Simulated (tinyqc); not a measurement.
Worked calculation: G0W0 on RHF in the 6-31g basis, for H-, spin multiplicity 1. The basis has no diffuse functions, so it cannot describe the extra electron: this is an exercise in the method, not the real anion. One step of it, computed by the program tinyqc.

Question. G0W0 on Hartree-Fock: LUMO. W(p,q,m) = sqrt2 sum_ia (pq|ia) (X+Y)_ia,m; Sigma_c(x) = sum_(i,m) W^2/(x - e_i + w_m) + sum_(a,m) W^2/(x - e_a - w_m); solve x = e_p + Sigma_c(x) by Newton steps; Z = 1/(1 - dSigma/dx); 1 hartree = 27.211386 eV.

orbital energies (hartree): MO1 0.055212, MO2 1.486923

Two-electron integrals over orbitals (pq|rs), unique and non-zero (hartree):
```
(11|11) 0.532867   (21|11) 0.138978   (21|21) 0.136050   (22|11) 0.591309
(22|21) 0.243852   (22|22) 0.778941
```

excitation energies w (hartree): [1.681944]

X + Y, order 1>2:
$$\begin{pmatrix}
0.922618
\end{pmatrix}$$

Give: The 12 largest terms at x = e_p; Newton steps; quasiparticle energy of the LUMO; Hartree-Fock value.

Answer.

The 12 largest terms at x = e_p (hartree; W for the signs of X + Y given):
```
q  m       W     term
2  1  0.3182  -0.0602
1  1  0.1775   0.0101
```

Newton steps (hartree):
```
step       x  Sigma_c(x)       Z
0     1.4869     -0.0501  0.9624
1     1.4387     -0.0482  0.9642
2     1.4387     -0.0482  0.9642
```

quasiparticle energy of the LUMO = 39.1488 eV

Hartree-Fock value = 40.4612 eV
